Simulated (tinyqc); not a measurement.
Worked calculation: plane-wave Kohn-Sham cycle with exchange-only LDA in a layered model solid. Computed by tinyqc, a small Python program that keeps every step. Settings: points = 16, plane-wave index or count = 3, electrons = 4, k points = 1, area = 17.0, mixing = 0.8, iteration cap = 62. Command: `OMP_NUM_THREADS=1 python tinyqc.py 31559 31560 out.jsonl` (the two numbers bound the seeds that draw the settings). One thread of a shared host (Intel(R) Xeon(R) Processor @ 2.60GHz), about 0.01 s of CPU time with the checks. Later iterations appear only in the table of the cycle.

## Iteration 1: potential

A solid whose potential varies along x alone (atomic units):
```
parameter                      value
period a                   13.200000
cross-section of the cell  17.000000
electrons per cell                 4
grid points                       16
plane waves -n..n, n               3
k points                           1
V1 in V1 cos(2 pi x/a)     -0.130000
V2 in V2 cos(4 pi x/a)      0.060000
```

density at the start, on the grid x_j = j a/N (e/bohr^3): 0.01782531  0.01782531  0.01782531  0.01782531  0.01782531  0.01782531  0.01782531  0.01782531  0.01782531  0.01782531  0.01782531  0.01782531  0.01782531  0.01782531  0.01782531  0.01782531

V_H(G) = 4 pi rho(G)/G^2 for G != 0 (uniform background); v_x = -(3 rho/pi)^(1/3); V = V_ext + V_H + v_x; Fourier components f(G_m) = (1/N) sum_j f(x_j) exp(-i G_m x_j).

Potentials on the grid (hartree):
```
x              V_ext       V_H        v_x          V
0.000000   -0.070000  0.000000  -0.257239  -0.327239
0.825000   -0.077678  0.000000  -0.257239  -0.334917
1.650000   -0.091924  0.000000  -0.257239  -0.349163
2.475000   -0.092175  0.000000  -0.257239  -0.349414
3.300000   -0.060000  0.000000  -0.257239  -0.317239
4.125000    0.007322  0.000000  -0.257239  -0.249916
4.950000    0.091924  0.000000  -0.257239  -0.165315
5.775000    0.162531  0.000000  -0.257239  -0.094708
6.600000    0.190000  0.000000  -0.257239  -0.067239
7.425000    0.162531  0.000000  -0.257239  -0.094708
8.250000    0.091924  0.000000  -0.257239  -0.165315
9.075000    0.007322  0.000000  -0.257239  -0.249916
9.900000   -0.060000  0.000000  -0.257239  -0.317239
10.725000  -0.092175  0.000000  -0.257239  -0.349414
11.550000  -0.091924  0.000000  -0.257239  -0.349163
12.375000  -0.077678  0.000000  -0.257239  -0.334917
```

V(G_m), m = 0, 1, 2, ... (hartree): -0.257239  -0.065000  0.030000  0.000000  0.000000  0.000000  0.000000

## Iteration 1: Hamiltonian at one k

k = 0.000000 2 pi / a

H(m,m') = (k + G_m)^2/2 delta + V(G_m - G_m'), with V(-G) = V(G).

H (hartree), lower triangle:
```
           -3         -2         -1         +0         +1         +2        +3
-3   0.762349
-2  -0.065000   0.195911
-1   0.030000  -0.065000  -0.143951
+0   0.000000   0.030000  -0.065000  -0.257239
+1   0.000000   0.000000   0.030000  -0.065000  -0.143951
+2   0.000000   0.000000   0.000000   0.030000  -0.065000   0.195911
+3   0.000000   0.000000   0.000000   0.000000   0.030000  -0.065000  0.762349
```

## Iteration 1: levels at that k

Diagonalise the Hermitian matrix.

eigenvalues (hartree): -0.302529  -0.185413  -0.089888  0.198542  0.208129  0.771180  0.771357

## Iteration 1: new density

Motion across x is left out: the lowest 2 band(s) hold two electrons at each of the k points (j + 1/2)/nk - 1/2. Residual R = rho(out) - rho(in); rho(new) = rho(in) + 0.8 R. rho(out) = 2/(a A nk) sum |psi|^2 with psi = sum c exp(i G x). Harris energy E = band energy - dV sum rho (V_H/2 + v_x) + (3/4) dV sum rho v_x with rho(in), dV = a A/N, band energy = (2/nk) sum of the filled levels.

rho(out) (e/bohr^3): 0.01909976  0.02246198  0.02900943  0.03140574  0.02577795  0.01547511  0.00662544  0.00195842  0.00067708  0.00195842  0.00662544  0.01547511  0.02577795  0.03140574  0.02900943  0.02246198

density after iteration 1 (e/bohr^3): 0.01884487  0.02153465  0.02677261  0.02868965  0.02418743  0.01594515  0.00886541  0.00513180  0.00410673  0.00513180  0.00886541  0.01594515  0.02418743  0.02868965  0.02677261  0.02153465

energy per cell = -0.71864513 hartree

## Iteration 2: potential

As before.

Potentials on the grid (hartree):
```
x              V_ext        V_H        v_x          V
0.000000   -0.070000   0.450896  -0.262052   0.118843
0.825000   -0.077678   0.444505  -0.273970   0.092857
1.650000   -0.091924   0.404446  -0.294592   0.017930
2.475000   -0.092175   0.290340  -0.301462  -0.103297
3.300000   -0.060000   0.088130  -0.284787  -0.256657
4.125000    0.007322  -0.165743  -0.247856  -0.406276
4.950000    0.091924  -0.404490  -0.203809  -0.516375
5.775000    0.162531  -0.569102  -0.169856  -0.576427
6.600000    0.190000  -0.627069  -0.157697  -0.594765
7.425000    0.162531  -0.569102  -0.169856  -0.576427
8.250000    0.091924  -0.404490  -0.203809  -0.516375
9.075000    0.007322  -0.165743  -0.247856  -0.406276
9.900000   -0.060000   0.088130  -0.284787  -0.256657
10.725000  -0.092175   0.290340  -0.301462  -0.103297
11.550000  -0.091924   0.404446  -0.294592   0.017930
12.375000  -0.077678   0.444505  -0.273970   0.092857
```

V(G_m), m = 0, 1, 2, ... (hartree): -0.248276  0.183612  0.004635  -0.005600  0.000478  0.000348  0.000039

## Iteration 2: Hamiltonian at one k

k = 0.000000 2 pi / a

As before.

H (hartree), lower triangle:
```
           -3         -2         -1         +0         +1        +2        +3
-3   0.771311
-2   0.183612   0.204874
-1   0.004635   0.183612  -0.134988
+0  -0.005600   0.004635   0.183612  -0.248276
+1   0.000478  -0.005600   0.004635   0.183612  -0.134988
+2   0.000348   0.000478  -0.005600   0.004635   0.183612  0.204874
+3   0.000039   0.000348   0.000478  -0.005600   0.004635  0.183612  0.771311
```

## Iteration 2: levels at that k

As before.

eigenvalues (hartree): -0.473458  -0.228565  -0.021486  0.235654  0.263673  0.828956  0.829345

## Iteration 2: new density

As before.

rho(out) (e/bohr^3): 0.00001264  0.00025210  0.00135880  0.00506727  0.01448517  0.02906098  0.03900495  0.03692090  0.03289203  0.03692090  0.03900495  0.02906098  0.01448517  0.00506727  0.00135880  0.00025210

density after iteration 2 (e/bohr^3): 0.00377908  0.00450861  0.00644156  0.00979175  0.01642562  0.02643782  0.03297704  0.03056308  0.02713497  0.03056308  0.03297704  0.02643782  0.01642562  0.00979175  0.00644156  0.00450861

energy per cell = -1.47837255 hartree

## Convergence

Stop when sqrt(dV sum R^2) is below 1e-8, dV = a A/N.

Course of the cycle:
```
iteration  E (hartree)  norm of the residual
1          -0.71864513              1.61e-01
2          -1.47837255              3.53e-01
3          -3.21386986              4.48e-01
4          -3.02576157              4.50e-01
5          -3.39293796              4.48e-01
6          -2.98353786              4.48e-01
7          -3.38013772              4.48e-01
8          -2.98399873              4.48e-01
9          -3.38047938              4.48e-01
10         -2.98401541              4.48e-01
11         -3.38047975              4.48e-01
...                ...                   ...
52         -2.98401587              4.48e-01
53         -3.38047990              4.48e-01
54         -2.98401587              4.48e-01
55         -3.38047990              4.48e-01
56         -2.98401587              4.48e-01
57         -3.38047990              4.48e-01
58         -2.98401587              4.48e-01
59         -3.38047990              4.48e-01
60         -2.98401587              4.48e-01
61         -3.38047990              4.48e-01
62         -2.98401587              4.48e-01
```

Not converged within 62 iterations: the residual has stopped falling: the iteration swings between two states. Reruns (cap 100 unless said): mixing 0.1: not converged; mixing 0.5, Kerker q0 1.0: not converged; mixing 0.3, Pulay depth 5: not converged; the original settings with a cap of 400: not converged.
